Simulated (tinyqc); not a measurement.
Inside a calculation. Model: MOSFET in the linear regime without short-channel effects, parameter extraction from computed curves.

Program tinyqc, `OMP_NUM_THREADS=1 python tinyqc.py 2210092 2210093 out.jsonl`; Intel Xeon 2.30GHz, shared host, one thread, about 0.01 s. Printed values are rounded.

Inversion charge Q = Cox n Vt W0(exp((Vg - VT)/(n Vt))), W0 the Lambert function and n = nf; u = Q/Cox; mobility mu = mu0/(1 + th1 u + th2 u^2); channel resistance Rch = (L - dL)/(W mu Q); Id = Vd/(Rch + Rsd/W). Cox = eps0 eox/tox. Small Vd, no channel-length or drain effects.

Parameters, values chosen for the exercise; channel values of the order met in silicon transistors:
```
symbol  value        unit                                                                 meaning
T          77           K                                                             temperature
eox      9.01              relative permittivity of the gate insulator (close to aluminium oxide)
tox        13          nm                                                     insulator thickness
mu0       260  cm^2/(V s)                                                      low-field mobility
th1      0.46         1/V                                       first mobility attenuation factor
th2      0.07       1/V^2                                      second mobility attenuation factor
VT       0.33           V                                                       threshold voltage
nf       1.31                                                                         body factor
W           1          um                                                              gate width
L         1.8          um                                                       drawn gate length
dL      0.011          um                                             drawn less effective length
Rsd       160      ohm um                                            source plus drain resistance
Vd       0.02           V                                                           drain voltage
```

Constants: q = 1.602176634e-19 C, kB = 1.380649e-23 J/K, Vt = kB T/q, eps0 = 8.8541878128e-14 F/cm where lengths are in cm. Results are converted to the units shown.

## Transfer curve

Vg, point 0 to 9 (V): 0.13  0.23  0.33  0.43  0.53  0.63  0.73  0.83  0.93  1.03

u, mu, Rch and Id as defined.

```
point	u (V)	mu (cm^2/(V s))	Rch (ohm)	Id (uA)
0	8.84126e-13	260	1.26821e16	1.57702e-12
1	8.76638e-8	260.000	1.27905e11	1.56366e-7
2	0.00492978	259.411	2.27963e6	0.00877275
3	0.0806377	250.591	1.44270e5	0.138475
4	0.173955	240.265	69751.4	0.286076
5	0.270129	230.217	46878.2	0.425187
6	0.367455	220.623	35960.5	0.553702
7	0.465401	211.512	29615.5	0.671694
8	0.563734	202.877	25490.2	0.779722
9	0.662333	194.701	22606.6	0.878479
```

## Threshold and mobility at the peak transconductance

gm_i = (Id_(i+1) - Id_(i-1))/(Vg_(i+1) - Vg_(i-1)); at the point j of largest gm the tangent meets the axis at V_ext = Vg_j - Id_j/gm_j; field-effect mobility gm_j L/(W Cox Vd) with the drawn L.

gm, point 1 to 8 (uS): 0.0438638  0.692374  1.38652  1.43356  1.33813  1.23253  1.13010  1.03393
j = 4
V_ext = 0.330443 V
field-effect mobility = 210.246 cm^2/(V s)

V_ext is 0.44 mV above the model VT, and the mobility so found is 20 % below mu0 L/(L - dL) = 262 cm^2/(V s), the value for the drawn L; attenuation, series resistance and the slow approach of Q to a straight line all lower the peak gm.

## The Y function

Y_i = Id_i/sqrt(gm_i). For Id = beta Vd x/(1 + th x), x = Vg - VT, Y = sqrt(beta Vd) x whatever th. Slope s from points 5 and 8; VT_Y = Vg - Y/s at point 8; beta = s^2/Vd; mobility beta L/(W Cox) with the drawn L; th* = (beta Vd x/Id - 1)/x at point 8.

Y, point 1 to 8 (uA^0.5 V^0.5): 7.46604e-7  0.0105430  0.117600  0.238932  0.367562  0.498743  0.631848  0.766822
s = 1.33087 uA^0.5 V^-0.5
VT_Y = 0.353818 V
beta = 88.5605 uA/V^2
mobility from Y = 259.766 cm^2/(V s)
th* = 0.536028 1/V

The mobility from Y is 0.70 % below mu0 L/(L - dL) = 262 cm^2/(V s), which it should reach in deep inversion when th2 = 0. th* compares with th1 + mu0 Cox Rsd/(L - dL) = 0.474 1/V, since series resistance enters like th1.
